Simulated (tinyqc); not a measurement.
# Quantum limit of the contact resistance of a two-dimensional channel: what changes with what

Parabolic band with gv valleys, C = hbar^2/(2 m0), eta = (EF - Ec)/(kB T). Landauer picture: each mode conducts 2 q^2/h, and the contacts and the channel add incoherently in series, 1/Tt - 1 = 2 (1/tc - 1) + L/lam for the total transmission Tt.

Inputs (values chosen for the exercise):
```
symbol,value,unit,meaning
T,300,K,temperature
m,0.46,m0,mass
gv,3,,valleys
n,1.2e13,cm^-2,carrier density
tc,0.71,,transmission of each contact
lam,5.2,nm,back-scattering length of the channel
```

Constants: q = 1.602176634e-19 C, kB = 1.380649e-23 J/K, hbar = 1.054571817e-34 J s, h = 6.62607015e-34 J s, m0 = 9.1093837015e-31 kg, Vt = kB T/q, hbar^2/(2 m0) = 0.0380998212 eV nm^2. Results are converted to the units shown.

Each table varies one quantity; the others keep the values above.

## Quantum limit against density

n = N ln(1 + exp(eta)), N = gv m kB T/(2 pi C); modes per width M = gv sqrt(m kB T/C) Fm(eta)/(2 sqrt(pi)), Fm(x) = (1/sqrt(pi)) int_0^infinity u^(-1/2)/(1 + exp(u - x)) du; at zero temperature M0 = gv kF/pi, kF = sqrt(2 pi n/gv). kB T in eV. RQ = (h/2q^2)/M for the whole device, R = RQ/Tt; the part of one contact is Rc = RQ (1/tc - 1/2) and the channel adds RQ L/lam.

Quantum limit against density:
```
n (cm^-2),eta,M (1/um),M0 (1/um),RQ/2 (ohm um)
1.4e11,-4.663,4.433,51.71,1456
3.4e11,-3.769,10.74,80.58,601.1
8.3e11,-2.860,26.03,125.9,247.9
2e12,-1.941,61.73,195.4,104.5
5e12,-0.9197,148.2,309.0,43.53
1.2e13,0.2128,325.4,478.7,19.83
3e13,1.870,666.3,756.9,9.684
7.3e13,4.891,1155,1181,5.586
```

What does the comparison show?

The limit for one contact, RQ/2, falls from 1460 to 5.59 ohm um, as n^(-1.00) between the first two rows (eta = -4.7) and n^(-0.62) between the last two (eta = 4.9); the non-degenerate power is -1 and the degenerate one -1/2. M0 is 11.7 times M in the first row and 2.2 % above it in the last.

## Total resistance against length

Same model as above.

kB T in eV.

Result of one run:
```
L (nm),R (ohm um),share of the contacts (%)
0.44,75.409,95.550
```

What becomes of these results when the channel length L is changed from 0.44 to 120 nm, all else the same?

Result of the changed run:
```
L (nm),R (ohm um),share of the contacts (%)
120,987.22,7.2986
```

The whole series:
```
L (nm),R (ohm um),share of the contacts (%)
0.44,75.409,95.550
0.99,79.604,90.515
2.2,88.832,81.112
4.9,109.42,65.849
11,155.94,46.205
25,262.71,27.427
55,491.51,14.660
120,987.22,7.2986
```

R is a straight line in L with intercept 2 Rc = 72.1 ohm um; the share of the contacts falls from 95.6 to 7.30 % and is one half at L = lam (2/tc - 1) = 9.45 nm.

Numbers from tinyqc (`OMP_NUM_THREADS=1 python tinyqc.py 2760004 2760005 out.jsonl`; about 0.01 s on one thread of a shared Intel Xeon 2.30GHz).
